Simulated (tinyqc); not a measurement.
Inside a calculation. Method: G0W0 on RHF in the sto-3g basis, for H2, spin multiplicity 1. One step of it, computed by the program tinyqc.

Question. G0W0 on Hartree-Fock: HOMO. W(p,q,m) = sqrt2 sum_ia (pq|ia) (X+Y)_ia,m; Sigma_c(x) = sum_(i,m) W^2/(x - e_i + w_m) + sum_(a,m) W^2/(x - e_a - w_m); solve x = e_p + Sigma_c(x) by Newton steps; Z = 1/(1 - dSigma/dx); 1 hartree = 27.211386 eV.

orbital energies (hartree): MO1 -0.482235, MO2 0.452942

Two-electron integrals over orbitals (pq|rs), unique and non-zero (hartree):
```
(11|11) 0.625163   (21|21) 0.197235   (22|11) 0.620668   (22|22) 0.651953
```

excitation energies w (hartree): 1.269785

X + Y:
```
            1
1>2  0.858187
```

Give: The 12 largest terms at x = e_p; Newton steps; quasiparticle energy of the HOMO; Hartree-Fock value.

Answer.

The 12 largest terms at x = e_p (hartree; W for the signs of X + Y given):

| q | m | W | term |
|---|---|---|---|
| 2 | 1 | 0.239 | -0.026 |

Newton steps (hartree):

| step | x | Sigma_c(x) | Z |
|---|---|---|---|
| 0 | -0.482 | -0.026 | 0.988 |
| 1 | -0.508 | -0.026 | 0.989 |
| 2 | -0.508 | -0.026 | 0.989 |

quasiparticle energy of the HOMO = -13.821 eV

Hartree-Fock value = -13.122 eV
